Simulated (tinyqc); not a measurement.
Read current of a NAND string, cells in series solved by shooting: effect of the position of the selected cell.

Cells in series, numbered from 0 at the source line (0 V) to the bit line, each followed by a gap resistance Rg. A cell with gate Vg, threshold VT, source Vs and drain Vd passes I = 2 nf K Vt^2 [F(Vs) - F(Vd)]/(1 + th max(Vg - VT, 0)), F(V) = ln^2(1 + exp((Vg - VT - nf V)/(2 nf Vt))). The selected cell has Vg = Vr, the others Vg = Vp.

For a trial current I start at 0 V and, cell by cell, solve for the drain: sqrt(F(Vd)) = sqrt(F(Vs) - I/k), k = 2 nf K Vt^2/(1 + th max(Vg - VT, 0)), Vd = [Vg - VT - 2 nf Vt ln(exp(sqrt F) - 1)]/nf, then add I Rg. The string current is the I for which the last node reaches Vbl. The apparent threshold is the Vr at which I = Is. Background: all other cells erased (VT = Ve) or all in the highest state (VT = Vh); ratio and shift are high over erased and high minus erased. The string has 64 cells, numbered from the source.

Values chosen for this exercise; values of the order met in vertical NAND strings: temperature T = 300 K; gain factor of a cell K = 3.1 uA/V^2; slope factor nf = 1.6; mobility reduction factor th = 0.04 1/V; resistance of the gap between cells Rg = 5.4 kohm; bit-line voltage Vbl = 0.5 V; pass voltage Vp = 7.9 V; threshold of an erased cell Ve = -1.9 V; threshold of the highest state Vh = 4.4 V; threshold of the selected cell Vx = 2.7 V; sensing current Is = 50 nA; read voltage on the selected word line Vr = 4.45 V.

Constants: q = 1.602176634e-19 C, kB = 1.380649e-23 J/K, Vt = kB T/q. Results are converted to the units shown.

Effect of the position of the selected cell:
```
j	I, others erased (uA)	I, others high (uA)	ratio	apparent VT, erased (V)	apparent VT, high (V)	background shift (mV)
0	0.1404	0.06217	0.4429	2.923	2.953	30.03
9	0.1399	0.06211	0.4439	2.960	3.032	71.80
18	0.1394	0.06205	0.4451	2.997	3.112	115.3
27	0.1388	0.06197	0.4464	3.035	3.195	160.6
36	0.1382	0.06189	0.4479	3.072	3.280	207.9
45	0.1374	0.06178	0.4496	3.110	3.367	257.4
54	0.1365	0.06164	0.4516	3.147	3.457	309.4
63	0.1354	0.06147	0.4539	3.185	3.549	363.9
```

Read the table: what changes, and by how much?

From the source end to the bit-line end the apparent VT with high neighbours rises from 2.953 to 3.549 V and the background shift rises from 30.0 to 364 mV. Cells and gaps on the source side raise the source of the selected cell, which costs nf times that voltage in gate drive; those on the drain side only lower its drain voltage.

Computed by the program tinyqc: `OMP_NUM_THREADS=1 python tinyqc.py 2142147 2142148 out.jsonl`, one thread of a shared Intel Xeon 2.30GHz, about 0.4 s for the whole run.
